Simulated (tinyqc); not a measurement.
Composition and strain of an epitaxial Si(1-x)Ge(x) layer from Raman and X-ray peaks: one step, computed by the program tinyqc. Command: `OMP_NUM_THREADS=1 python tinyqc.py 3008719 3008720 out.jsonl epiraman walk`. One thread of a shared host (Intel(R) Xeon(R) Processor @ 2.30GHz), about 0.01 s of CPU time with the checks.

A (001) layer, biaxially strained in the plane. The Raman peaks follow empirical lines omega = w0 + c1 x + c3 x^3 + b eps (c3 for Si-Ge alone), with eps the in-plane strain.

Problem. Lattice constants and strain. Relaxed lattice constant a(x) = a_Si + (a_Ge - a_Si) x - B x (1 - x). In-plane constant a_par = a_sub + R (a(x) - a_sub); eps = a_par/a(x) - 1; eps_perp = -(2 C12/C11) eps with 2 C12/C11 linear in x; a_perp = a(x) (1 + eps_perp).

Inputs (values chosen for the exercise, modelled on silicon-germanium):
```
quantity                value      unit
Ge fraction x            0.14         -
degree of relaxation R      0         -
lattice constant of Si  5.431  angstrom
lattice constant of Ge  5.658  angstrom
bowing B                0.028  angstrom
2 C12/C11 of Si         0.773         -
2 C12/C11 of Ge         0.748         -
```

Substrate: germanium.

Give: relaxed constant a(x); substrate constant a_sub; a_par; in-plane strain eps; strain along the normal; a_perp.

Solution.

relaxed constant a(x) = 5.459 angstrom

substrate constant a_sub = 5.658 angstrom

a_par = 5.658 angstrom

in-plane strain eps = 36.38 per mille

strain along the normal = -27.99 per mille

a_perp = 5.307 angstrom

The layer is under tension in the plane and is shortened along the normal. Caution: strains above 2 % survive only in layers a few nanometres thick, and the linear relations lose accuracy.
